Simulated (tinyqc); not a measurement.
p-n heterojunction, non-linear Poisson equation by Newton steps, Fermi-Dirac statistics: one step of the calculation.

One dimension, material 1 (p-type) at x < 0 and material 2 (n-type) at x > 0. Band edges: Ec = -psi in material 1 and -psi + dEc in material 2, Ev = Ec - Eg. Flat quasi-Fermi levels: 0 for holes, +V for electrons. n = Nc F((EFn - Ec)/Vt), p = Nv F((Ev - EFp)/Vt), with F(eta) = F_1/2(eta) = (2/sqrt(pi)) int_0^infinity sqrt(u) du/(1 + exp(u - eta)) (Fermi-Dirac statistics); full ionisation, no interface charge, classical densities; the doping types are chosen for the exercise.

Problem. Densities, residual and Jacobian diagonal. n_i = Nc F(a_n), a_n = (V - Ec_i)/Vt; p_i = Nv F(a_p), a_p = (Ec_i - Eg)/Vt; rho_i = p_i - n_i + C_i with C = -N1 or +N2; g_i = (Nc F'(a_n) + Nv F'(a_p))/Vt with F' = F_-1/2(eta) = (1/sqrt(pi)) int_0^infinity u^(-1/2) du/(1 + exp(u - eta)). Box widths w_i = (h_(i-1) + h_i)/2 in cm. Residual F_i = a_i (psi_(i+1) - psi_i) - a_(i-1) (psi_i - psi_(i-1)) + q rho_i w_i; Jacobian: a_(i-1) and a_i beside the diagonal, b_i = -a_(i-1) - a_i - q g_i w_i on it. The two end nodes are fixed.

Inputs (values chosen for the exercise); band and dielectric values close to those of CdS and CdTe:
- T = 300 K (temperature)
- Eg1 = 2.36 eV (band gap of material 1)
- Nc1 = 2.21e18 cm^-3 (conduction-band density of states of material 1)
- Nv1 = 1.79e19 cm^-3 (valence-band density of states of material 1)
- Eg2 = 1.49 eV (band gap of material 2)
- Nc2 = 8.07e17 cm^-3 (conduction-band density of states of material 2)
- Nv2 = 1.84e19 cm^-3 (valence-band density of states of material 2)
- dEc = 0.11 eV (conduction-band offset Ec2 - Ec1)
- N1 = 2.3e16 cm^-3 (acceptor density of material 1)
- N2 = 3.3e17 cm^-3 (donor density of material 2)
- V = 0 V (bias of side 1 against side 2)

Constants: q = 1.602176634e-19 C, kB = 1.380649e-23 J/K, Vt = kB T/q. Results are converted to the units shown.

```
node  x (nm)  psi at the start (V)  material
0       -617            -2.1879134         1
1       -300            -2.1878401         1
2       -143            -2.1715826         1
3      -63.9            -1.9613353         1
4      -24.5            -1.5031772         1
5       -4.9            -1.1446765         1
6        4.9            -0.9526381         2
7       17.5            -0.7149810         2
8       33.8            -0.4509266         2
9       54.7            -0.2094302         2
10      81.7             0.0905988         2
```

coupling a_i, interval 0 to 9 (F/cm^2): 2.4942554e-8  5.0361718e-8  9.9959415e-8  2.0067994e-7  4.0340764e-7  8.5641979e-7  7.0974045e-7  5.4863372e-7  4.2788180e-7  3.3121221e-7
psi_L = -2.1879134 V
psi_R = 0.090598772 V

Give: n; p; residual F; diagonal b.

Solution.

```
node   n (cm^-3)  p (cm^-3)
0     3.8821e-19  2.3000e16
1     3.8931e-19  2.2935e16
2     7.3015e-19  1.2231e16
3     2.4855e-15  3.5940e12
4      1.2363e-7      72254
5        0.13022   0.068599
6         1.1359  1.2175e12
7          11164   1.2388e8
8       3.0459e8     4540.2
9      3.4728e12    0.39821
10     3.3000e17  3.6295e-6
```

```
node  residual F (1e-7 C/cm^2)  diagonal b (F/cm^2)
1                       0.0057           -3.4425e-6
2                      -0.0017           -1.0450e-6
3                       0.4910           -3.0077e-7
4                       0.4181           -6.0409e-7
5                       0.1443           -1.2598e-6
6                       0.6343           -1.5662e-6
7                       0.5259           -1.2584e-6
8                       0.5680           -9.7652e-7
9                       1.2267           -7.5915e-7
```

Computed by the program tinyqc: `OMP_NUM_THREADS=1 python tinyqc.py 2040019 2040020 out.jsonl`, one thread of a shared Intel Xeon 2.30GHz, about 0.2 s for the whole run.
